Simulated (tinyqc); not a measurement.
Inside a calculation. Model: resistance of a tapered via with liner, size effect and interface.

Numbers from tinyqc (`OMP_NUM_THREADS=1 python tinyqc.py 2750033 2750034 out.jsonl`; about 0.01 s on one thread of a shared Intel Xeon 2.30GHz). Printed values are rounded.

A round via whose diameter grows from db at the bottom as D(z) = db + 2 z/tan(ang). The fill, of diameter D - 2 tl, starts above the bottom liner (thickness fb tl) and has rho = rho0 (1 + ks lam/(D - 2 tl)); the sidewall liner conducts in parallel with it. The bottom liner and the interface are crossed over the full area pi db^2/4. Spreading in the lines above and below is left out.

Values chosen for this exercise; fill metal close to cobalt:
- db = 10 nm (diameter at the bottom)
- hv = 34 nm (height)
- ang = 89 degrees (sidewall angle)
- rho0 = 6.3 uohm cm (bulk resistivity of the fill)
- lam = 11.5 nm (mean free path of the fill)
- ks = 0.9 (size-effect factor)
- tl = 1.7 nm (liner on the sidewall)
- fb = 1 (liner at the bottom over that on the sidewall)
- rl = 180 uohm cm (resistivity of the liner)
- ri = 1.4e-12 ohm cm^2 (interface resistivity at the bottom)
- Sb = 1e15 S/m^2 (ballistic conductance per area, about 3/(4 rho0 lam))

## Slices of the via

Slices between z0 = fb tl and hv, evaluated at their midpoints: conductance per length pi/4 [(D - 2 tl)^2/rho + (D^2 - (D - 2 tl)^2)/rl], slice resistance = slice height over that. 7 slices.

```
slice    z (nm)    D (nm)  rho (uohm cm)  slice resistance (ohm)
0      4.007143  10.13989       15.97449                18.57733
1      8.621429  10.30098       15.74866                17.54338
2      13.23571  10.46206       15.53314                16.58815
3         17.85  10.62315       15.32723                15.70421
4      22.46429  10.78423       15.13030                14.88495
5      27.07857  10.94532       14.94178                14.12448
6      31.69286  11.10640       14.76115                13.41755
```

## Total resistance

R_fill = sum of the slices; R_bottom = rl fb tl/(pi db^2/4); R_interface = ri/(pi db^2/4); ballistic (Sharvin) limit 1/(Sb pi (db - 2 tl)^2/4); ideal cylinder rho0 hv/(pi db^2/4).

parts (ohm): fill 110.8401, bottom liner 38.96113, interface 1.782535
R = 151.5837 ohm
shares (%): fill 73.12134, bottom liner 25.70271, interface 1.17594
ballistic limit = 29.22956 ohm
ideal cylinder = 27.27279 ohm

The fill is the largest part, and R is 5.56 times the ideal cylinder. With 2000 slices R = 151.60 ohm.
